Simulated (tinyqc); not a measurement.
From results back to parameters: deformation-potential model of the Delta valleys of a conduction band. Four cases, with inputs chosen for the exercise.

Problem. An ellipsoidal valley with ml > mt has the density-of-states mass m_d = (ml mt^2)^(1/3) and, averaged over equivalent valleys, the conductivity mass m_c = 3/(1/ml + 2/mt).

Case 1.

m_d = 0.3262197 m0
m_c = 0.2623374 m0

Case 2.

m_d = 0.3170281 m0
m_c = 0.2524206 m0

Case 3.

m_d = 0.3233951 m0
m_c = 0.2616884 m0

Case 4.

m_d = 0.3250094 m0
m_c = 0.2591157 m0

Find: K = ml/mt; mt; ml.

Solution. With K = ml/mt, m_d/m_c = K^(1/3) (2 + 1/K)/3, which rises steadily for K > 1 and so fixes K; then mt = m_d K^(-1/3) and ml = K mt.

Case 1.

K = ml/mt = 4.829
mt = 0.193 m0
ml = 0.932 m0

Case 2.

K = ml/mt = 5.032
mt = 0.185 m0
ml = 0.931 m0

Case 3.

K = ml/mt = 4.705
mt = 0.193 m0
ml = 0.908 m0

Case 4.

K = ml/mt = 5.005
mt = 0.190 m0
ml = 0.951 m0

Computed by tinyqc, one run a case: `OMP_NUM_THREADS=1 python tinyqc.py N N+1 out.jsonl` with N = 1051198, 1051252, 1051432, 1051437; one thread of a shared Intel(R) Xeon(R) Processor @ 2.30GHz, about 0.03 s a run at most.
